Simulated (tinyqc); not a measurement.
# Memristor with linear dopant drift, Joglekar window: two studies

A film of thickness D has a doped share x: R = Ron x + Roff (1 - x), i = v/R, dx/dt = k i F with k = mv Ron/D^2 and F = 1 - (2 x - 1)^(2 p). The drive is v = V0 sin(2 pi f t). The model has no threshold and no heating.

Inputs (values chosen for the exercise): resistance of the fully doped film Ron = 200 ohm; resistance of the undoped film Roff = 10000 ohm; film thickness D = 5 nm; dopant mobility mv = 9.9e-15 m^2/(V s); doped share at t = 0 x0 = 0.2; amplitude V0 = 1.3 V; window exponent p = 5; frequency f = 22 Hz.

Each table varies one quantity; the others keep the values above.

## Effect of the frequency on the first half period

The equation is integrated to convergence over the first half period; the lobe area is the integral of i dv, down branch less up branch.

Effect of the frequency on the first half period:
```
f (Hz)  x at half period  R0/R(half period)  peak i (uA)  lobe area (uW)
22                0.4127              1.350        185.8           23.98
37                0.3186              1.169        174.3           11.77
63                0.2673              1.089        168.6           6.252
110               0.2378              1.048        165.5           3.383
180               0.2229              1.029        164.0           2.009
310               0.2132              1.016        163.0           1.145
520               0.2078              1.010        162.5          0.6755
880               0.2046              1.006        162.1          0.3967
```

What does the table show?

As f goes from 22 to 880 Hz, x at half period falls from 0.413 to 0.205, the resistance ratio falls from 1.35 to 1.01 and the lobe area falls from 24.0 to 0.397 uW. Between the last two rows the area goes as f^(-1.01): at high frequency too little charge passes, and the loop closes to the line of a fixed resistor.

## Effect of the film thickness on the first half period

Same model as above.

Effect of the film thickness on the first half period:
```
D (nm)  x at half period  R0/R(half period)  peak i (uA)  lobe area (uW)
5                 0.4127              1.350        185.8           23.98
6.5               0.3180              1.168        174.2           11.70
8.5               0.2667              1.088        168.5           6.187
11                0.2391              1.050        165.6           3.503
15                0.2208              1.026        163.8           1.819
19                0.2129              1.016        163.0           1.117
25                0.2074              1.009        162.4          0.6382
```

As D goes from 5 to 25 nm, x at half period falls from 0.413 to 0.207, the resistance ratio falls from 1.35 to 1.01 and the lobe area falls from 24.0 to 0.638 uW. The rate constant goes as 1/D^2, so the area goes as D^(-2.04) between the last two rows.

tinyqc, about 0.2 s, one thread, Intel Xeon 2.30GHz (shared host): `OMP_NUM_THREADS=1 python tinyqc.py 2880141 2880142 out.jsonl`
